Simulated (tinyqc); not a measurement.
Cluster expansion of a binary alloy: correlations, fit, cross-validation and ground states. Changing the fraction x of B. Computed by tinyqc, a small Python program. Command: `OMP_NUM_THREADS=1 python tinyqc.py 3004610 3004611 out.jsonl clex sweep`. One thread of a shared host (Intel(R) Xeon(R) Processor @ 2.30GHz), about 0.2 s of CPU time with the checks.

s = +1 for A and -1 for B. Energy per site E = J0 + J1 P(point) + sum over clusters of m V P, with P the mean product of spins; V > 0 on a pair favours unlike neighbours. Clusters per site m: pair 1 6, pair 2 3, pair 3 12, triplet 8; the triplet is the triangle of first neighbours. Formation energies are counted from the line between pure A and pure B, which removes J0 and J1.

Inputs (values chosen for the exercise, for a model alloy): first-pair interaction V1 = 19.9 meV; second-pair interaction V2 = -6.7 meV; third-pair interaction V3 = 2.4 meV; triplet interaction Vt = -3.4 meV; temperature T = 1900 K.

Lattice: fcc.

Constants: k_B = 8.617333262e-05 eV/K.

Method. Random alloy: P(pair) = p^2, P(triplet) = p^3, p = 1 - 2x, so H_mix = (p^2 - 1) sum m V(pairs) + (p^3 - p) m Vt; G_mix = H_mix + k_B T [x ln x + (1 - x) ln(1 - x)]. To first order in 1/T the Warren-Cowley parameter of shell 1 is alpha_1 = -(1 - p^2) V_eff/(k_B T), V_eff = V1 + (number of triplets on a first-neighbour bond) p Vt, that number being 4.

One run for each value:
```
fraction x of B  mixing enthalpy H_mix (meV/site)  mixing free energy G_mix (meV/site)   alpha_1
0.05                                     -19.6878                               -52.19  -0.00889
0.15                                     -55.6206                              -124.83  -0.03233
0.25                                     -85.8750                              -177.95  -0.06001
0.35                                    -109.1454                              -215.15  -0.08793
0.45                                    -124.1262                              -236.79  -0.11210
0.55                                    -129.5118                              -242.18  -0.12855
0.65                                    -123.9966                              -230.00  -0.13328
0.75                                    -106.2750                              -198.35  -0.12231
0.85                                     -75.0414                              -144.25  -0.09164
0.95                                     -28.9902                               -61.49  -0.03730
```

What does the table show, and why?

Over the rows, mixing enthalpy H_mix (meV/site) goes from -19.7 through a minimum among these rows, -130 at 0.550, to -29.0; mixing free energy G_mix (meV/site) goes from -52.2 through a minimum among these rows, -242 at 0.550, to -61.5; alpha_1 goes from -0.00889 through a minimum among these rows, -0.133 at 0.650, to -0.0373. Pairs alone give a parabola symmetric about x = 1/2; the triplet tilts it, and H_mix(0.25) - H_mix(0.75) = 20.4 meV.

Extremes, crossings and ranges named in words are read from the listed rows.
